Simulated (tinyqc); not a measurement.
Solubility, supersaturation, precipitation and gettering of an impurity in a silicon-like host: one step, computed by the program tinyqc.

The wafer was saturated at T1 and is then held at T.

Question. Solubility, diffusivity, supersaturation. C_eq(T) = N0 exp(S/k_B - H/(k_B T)); D(T) = D0 exp(-Q/(k_B T)); C0 = C_eq(T1). Supersaturation s = C0/C_eq(T); critical radius r* = 2 gamma/(C_p k_B T ln s); barrier W* = (4 pi/3) gamma r*^2. Strain energy is left out.

Inputs (values chosen for the exercise, modelled on iron in silicon): site density N0 = 5e+22 1/cm^3; enthalpy of solution H = 2.99 eV; entropy of solution S = 8.8 k_B; diffusion prefactor D0 = 0.00082 cm^2/s; migration energy Q = 0.663 eV; temperature of saturation T1 = 1475 K; anneal temperature T = 983 K; impurity density in the precipitate C_p = 3.4e+22 1/cm^3; interface energy gamma = 0.21 J/m^2.

Constants: k_B = 8.617333262e-05 eV/K; k_B = 1.380649e-23 J/K.

Give: C0; C_eq(T); D(T); supersaturation s; critical radius r*; W*/(k_B T).

Answer.

C0 = 2.0162e+16 1/cm^3

C_eq(T) = 1.5532e+11 1/cm^3

D(T) = 3.2708e-07 cm^2/s

supersaturation s = 1.2981e+05

critical radius r* = 0.077306 nm

W*/(k_B T) = 0.38735

Caution: the barrier to homogeneous nucleation is below 35 k_B T for these inputs, so new precipitates would form and outnumber the fixed sinks assumed here. Caution: a critical radius of atomic size is outside the capillary model.
